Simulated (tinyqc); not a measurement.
# Surface Green function of a dimerised chain, Sancho-Rubio decimation, step by step

Program tinyqc, `OMP_NUM_THREADS=1 python tinyqc.py 2680041 2680042 out.jsonl`; Intel Xeon 2.30GHz, shared host, one thread, about 0.04 s. Printed values are rounded.

A semi-infinite lead of cells 0, 1, 2, ... with H0 inside a cell and H1 = <cell i|H|cell i + 1>. Cell A, B with A at the surface; -t1 joins A and B, -t2 joins B to the next A. z = E + i eta.

Parameters, values chosen for the exercise: hopping inside the cell t1 = 2.33 eV; hopping between cells t2 = 2.7 eV; site energy, +dl on A and -dl on B dl = 0 eV; energy E = -0.64 eV; broadening eta = 0.0001 eV.

## The blocks

Read off from the list of hoppings.

H0 (eV):
```
       A      B
A      0  -2.33
B  -2.33      0
```

H1 (eV):
```
      A  B
A     0  0
B  -2.7  0
```

## Round 1: decimation

Start with e_s = e = H0, a = H1, b = H1^dagger. Each round: g = (z - e)^(-1); e_s <- e_s + a g b; e <- e + a g b + b g a; a <- a g a; b <- b g b (all with the old a, b). Round k joins cells 2^k apart.

g (1/eV):
```
                    A                   B
A  0.127508-0.000023i  0.464208-0.000012i
B  0.464208-0.000012i  0.127508-0.000023i
```

e_s after round 1 (eV):
```
                   A                  B
A   0.00000+0.00000i  -2.33000+0.00000i
B  -2.33000+0.00000i   0.92953-0.00017i
```

e after round 1 (eV):
```
                   A                  B
A   0.92953-0.00017i  -2.33000+0.00000i
B  -2.33000+0.00000i   0.92953-0.00017i
```

a after round 1 (eV):
```
                  A                 B
A  0.00000+0.00000i  0.00000+0.00000i
B  3.38408-0.00009i  0.00000+0.00000i
```

b after round 1 (eV):
```
                  A                 B
A  0.00000+0.00000i  3.38408-0.00009i
B  0.00000+0.00000i  0.00000+0.00000i
```

## Round 2: decimation

As before.

g (1/eV):
```
                    A                   B
A  0.529269-0.000241i  0.785710-0.000224i
B  0.785710-0.000224i  0.529269-0.000241i
```

e_s after round 2 (eV):
```
                   A                  B
A   0.00000+0.00000i  -2.33000+0.00000i
B  -2.33000+0.00000i   6.99071-0.00324i
```

e after round 2 (eV):
```
                   A                  B
A   6.99071-0.00324i  -2.33000+0.00000i
B  -2.33000+0.00000i   6.99071-0.00324i
```

a after round 2 (eV):
```
                  A                 B
A  0.00000+0.00000i  0.00000+0.00000i
B  8.99794-0.00302i  0.00000+0.00000i
```

b after round 2 (eV):
```
                  A                 B
A  0.00000+0.00000i  8.99794-0.00302i
B  0.00000+0.00000i  0.00000+0.00000i
```

## Round 3: decimation

As before.

g (1/eV):
```
                     A                    B
A  -0.144524-0.000076i  -0.044130-0.000043i
B  -0.044130-0.000043i  -0.144524-0.000076i
```

e_s after round 3 (eV):
```
                   A                  B
A   0.00000+0.00000i  -2.33000+0.00000i
B  -2.33000+0.00000i  -4.71038-0.00157i
```

e after round 3 (eV):
```
                   A                  B
A  -4.71038-0.00157i  -2.33000+0.00000i
B  -2.33000+0.00000i  -4.71038-0.00157i
```

a after round 3 (eV):
```
                   A                 B
A   0.00000+0.00000i  0.00000+0.00000i
B  -3.57287-0.00105i  0.00000+0.00000i
```

b after round 3 (eV):
```
                  A                  B
A  0.00000+0.00000i  -3.57287-0.00105i
B  0.00000+0.00000i   0.00000+0.00000i
```

## Course of the decimation

Stop when the largest entry of a and b is below 1e-12 eV, or after 60 rounds. The last column is -Im Tr (z - e_s)^(-1)/pi. At the end g_s = (z - e_s)^(-1), and the bulk Green function is (z - e)^(-1).

Course of the iteration:
```
round  largest |a|, |b| (eV)  surface density of states (1/eV)
1                       3.38                        3.83667e-5
2                       9.00                         0.0277082
3                       3.57                        5.87981e-5
4                       2.67                        2.02983e-4
5                       3.27                        7.43853e-4
6                       7.37                         0.0577013
7                       4.22                        0.00139187
8                       2.32                        0.00208155
9                       2.30                        0.00407972
10                      2.27                        0.00785506
11                      2.22                         0.0146035
12                      2.11                         0.0255214
13                      1.90                         0.0410737
14                      1.53                         0.0637539
15                     0.820                         0.0936789
16                     0.163                         0.0957574
17                   6.50e-3                         0.0955931
18                   1.04e-5                         0.0955927
19                  2.65e-11                         0.0955927
20                   < 1e-12                         0.0955927
```

Converged in 20 rounds, which stand for 2^20 cells. E lies inside a band (1 open mode(s)), where only eta damps the waves, over about v/eta cells with v the group velocity in eV a cell.

## Self-energy, Dyson check and densities of states

converged surface Green function g_s (1/eV):
```
                     A                   B
A  -0.243366-0.279233i  0.362325-0.076689i
B   0.362325-0.076689i  0.099520-0.021080i
```

converged bulk Green function (1/eV):
```
                    A                   B
A  0.000019-0.245648i  0.214554+0.119554i
B  0.214554+0.119554i  0.000019-0.245648i
```

Sigma = H1 g_s H1^dagger is what the lead adds to one more cell, and (z - H0 - Sigma)^(-1) must give g_s back. Densities of states: -Im of the diagonals over pi.

Sigma (eV):
```
                  A                  B
A  0.00000+0.00000i   0.00000+0.00000i
B  0.00000+0.00000i  -1.77414-2.03561i
```

(z - H0 - Sigma)^(-1) (1/eV):
```
                     A                   B
A  -0.243366-0.279233i  0.362325-0.076689i
B   0.362325-0.076689i  0.099520-0.021080i
```

```
orbital  surface density of states (1/eV)  bulk density of states (1/eV)
A                               0.0888826                      0.0781923
B                               0.0067101                      0.0781923
```

The surface cell holds 0.0956 states per eV against 0.156 for a bulk cell.
